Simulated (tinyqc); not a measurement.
Drifting, spreading and decaying minority pulse (Haynes-Shockley), explicit time steps: one step of the calculation.

Low injection in a uniform field: dn/dt = D d2n/dx2 - v dn/dx - n/tau with D = mu Vt and v = mu F towards +x. Exact solution on an infinite bar for a Gaussian start at x0: n = N0 exp(-t/tau) exp(-(x - x0 - v t)^2/(2 s^2))/sqrt(2 pi s^2), s^2 = s0^2 + 2 D t.

Question. Coefficients of the scheme. Exponentially fitted fluxes: d = F hx/Vt, B(d) = d/(exp(d) - 1), k = D dt/hx^2; (L n)_i = a n_(i-1) + b n_i + c n_(i+1) with a = k B(-d), c = k B(d), b = -a - c - dt/tau. Explicit steps keep n positive for dt up to 1/[(D/hx^2)(B(d) + B(-d)) + 1/tau].

Inputs (values chosen for the exercise); mobility close to that of silicon at room temperature:
```
symbol   value        unit                      meaning
T          350           K                  temperature
mu        1340  cm^2/(V s)    minority-carrier mobility
F           22        V/cm  sweep field along the drift
hx          31          um                    mesh step
tau     2.1e-6           s                     lifetime
dt      6.4e-8           s                    time step
```

Constants: q = 1.602176634e-19 C, kB = 1.380649e-23 J/K, Vt = kB T/q. Results are converted to the units shown.

Wanted: D; v; d; a; b; c; positivity limit of dt.

Answer.

D = 40.415 cm^2/s
v = 29480 cm/s
d = 2.2612
a = 0.67943
b = -0.78072
c = 0.070812
positivity limit of dt = 8.1976e-8 s

Numbers from tinyqc (`OMP_NUM_THREADS=1 python tinyqc.py 2310012 2310013 out.jsonl`; about 0.01 s on one thread of a shared Intel Xeon 2.30GHz).
